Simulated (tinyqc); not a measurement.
Inside a calculation. Method: Pariser-Parr-Pople SCF with singles CI, for the molecule c1cnc2occc2c1 (SMILES; centres numbered as the heavy atoms are written). One step of it, computed by the program tinyqc.

Task: Iteration 1: Fock matrix. F_rr = H_rr + P_rr gamma_rr / 2 + sum_(s != r) P_ss gamma_rs; F_rs = H_rs - P_rs gamma_rs / 2; E = tr P (H + F) / 2 + core repulsion sum_(r<s) z_r z_s gamma_rs.

P at the start:
```
           1C         2C         3N         4C         5O         6C         7C         8C
1C   0.047664   0.084325   0.206624  -0.097587   0.024449  -0.098801  -0.039591   0.126584
2C   0.084325   0.215019   0.597985  -0.113431   0.015034  -0.029123  -0.010590   0.024831
3N   0.206624   0.597985   1.761105   0.061910  -0.011124   0.035633   0.016519  -0.065375
4C  -0.097587  -0.113431   0.061910   1.973708   0.003420  -0.000100  -0.042345   0.061985
5O   0.024449   0.015034  -0.011124   0.003420   1.991587   0.074961  -0.090579   0.007039
6C  -0.098801  -0.029123   0.035633  -0.000100   0.074961   1.294540   0.906934  -0.146424
7C  -0.039591  -0.010590   0.016519  -0.042345  -0.090579   0.906934   0.749898   0.318781
8C   0.126584   0.024831  -0.065375   0.061985   0.007039  -0.146424   0.318781   1.757580
9C   0.076022   0.066615   0.103275  -0.141506   0.043855  -0.227547  -0.036706   0.527451

           9C
1C   0.076022
2C   0.066615
3N   0.103275
4C  -0.141506
5O   0.043855
6C  -0.227547
7C  -0.036706
8C   0.527451
9C   0.208899
```

core matrix H (eV):
```
            1C          2C          3N          4C          5O          6C          7C          8C
1C  -54.807099   -2.390000    0.000000    0.000000    0.000000    0.000000    0.000000    0.000000
2C   -2.390000  -55.288107   -2.510000    0.000000    0.000000    0.000000    0.000000    0.000000
3N    0.000000   -2.510000  -63.079637   -2.510000    0.000000    0.000000    0.000000    0.000000
4C    0.000000    0.000000   -2.510000  -70.026593   -2.240000    0.000000    0.000000   -2.390000
5O    0.000000    0.000000    0.000000   -2.240000  -78.556943   -2.240000    0.000000    0.000000
6C    0.000000    0.000000    0.000000    0.000000   -2.240000  -60.612559   -2.390000    0.000000
7C    0.000000    0.000000    0.000000    0.000000    0.000000   -2.390000  -59.339438   -2.390000
8C    0.000000    0.000000    0.000000   -2.390000    0.000000    0.000000   -2.390000  -66.389215
9C   -2.390000    0.000000    0.000000    0.000000    0.000000    0.000000    0.000000   -2.390000

            9C
1C   -2.390000
2C    0.000000
3N    0.000000
4C    0.000000
5O    0.000000
6C    0.000000
7C    0.000000
8C   -2.390000
9C  -57.990693
```

repulsion gamma_rs (eV):
```
           1C         2C         3N         4C         5O         6C         7C         8C
1C  11.130000   7.553862   5.296203   4.668310   3.370340   2.994014   3.602572   5.239019
2C   7.553862  11.130000   7.727673   5.239019   3.707910   2.994014   3.290647   4.668310
3N   5.296203   7.727673  12.300000   7.730373   5.340821   3.742909   3.794789   5.297072
4C   4.668310   5.239019   7.730373  11.130000   8.698035   5.520570   5.518787   7.553862
5O   3.370340   3.707910   5.340821   8.698035  21.500000   8.701751   5.921348   5.921670
6C   2.994014   2.994014   3.742909   5.520570   8.701751  11.130000   7.554514   5.520570
7C   3.602572   3.290647   3.794789   5.518787   5.921348   7.554514  11.130000   7.552082
8C   5.239019   4.668310   5.297072   7.553862   5.921670   5.520570   7.552082  11.130000
9C   7.552439   5.238761   4.708976   5.239602   3.895068   3.722468   5.023351   7.554960

           9C
1C   7.552439
2C   5.238761
3N   4.708976
4C   5.239602
5O   3.895068
6C   3.722468
7C   5.023351
8C   7.554960
9C  11.130000
```

Centres (angstrom, eV; a flat drawing with bonds scaled to 1.40 angstrom):

| centre | x | y | core charge z | W | gamma_rr |
|---|---|---|---|---|---|
| 1C | 2.152000 | -0.700000 | 1 | 11.160000 | 11.130000 |
| 2C | 2.152000 | 0.700000 | 1 | 11.160000 | 11.130000 |
| 3N | 0.939000 | 1.400000 | 1 | 14.100000 | 12.300000 |
| 4C | -0.273000 | 0.700000 | 1 | 11.160000 | 11.130000 |
| 5O | -1.605000 | 1.133000 | 2 | 33.000000 | 21.500000 |
| 6C | -2.427000 | 0.000000 | 1 | 11.160000 | 11.130000 |
| 7C | -1.605000 | -1.133000 | 1 | 11.160000 | 11.130000 |
| 8C | -0.273000 | -0.700000 | 1 | 11.160000 | 11.130000 |
| 9C | 0.939000 | -1.400000 | 1 | 11.160000 | 11.130000 |

Give: F; pi energy.

Result:

F (eV):
```
          1C       2C       3N       4C       5O       6C       7C       8C
1C  -10.3011  -2.7085  -0.5472   0.2278  -0.0412   0.1479   0.0713  -0.3316
2C   -2.7085  -6.7545  -4.8205   0.2971  -0.0279   0.0436   0.0174  -0.0580
3N   -0.5472  -4.8205  -6.4558  -2.7493   0.0297  -0.0667  -0.0313   0.1731
4C    0.2278   0.2971  -2.7493  -1.1008  -2.2549   0.0003   0.1168  -2.6241
5O   -0.0412  -0.0279   0.0297  -2.2549  -2.6897  -2.5661   0.2682  -0.0208
6C    0.1479   0.0436  -0.0667   0.0003  -2.5661  -1.6585  -5.8157   0.4042
7C    0.0713   0.0174  -0.0313   0.1168   0.2682  -5.8157  -0.8162  -3.5937
8C   -0.3316  -0.0580   0.1731  -2.6241  -0.0208   0.4042  -3.5937  -4.9353
9C   -2.6771  -0.1745  -0.2432   0.3707  -0.0854   0.4235   0.0922  -4.3824

         9C
1C  -2.6771
2C  -0.1745
3N  -0.2432
4C   0.3707
5O  -0.0854
6C   0.4235
7C   0.0922
8C  -4.3824
9C  -7.0856
```

pi energy = -129.3340 eV
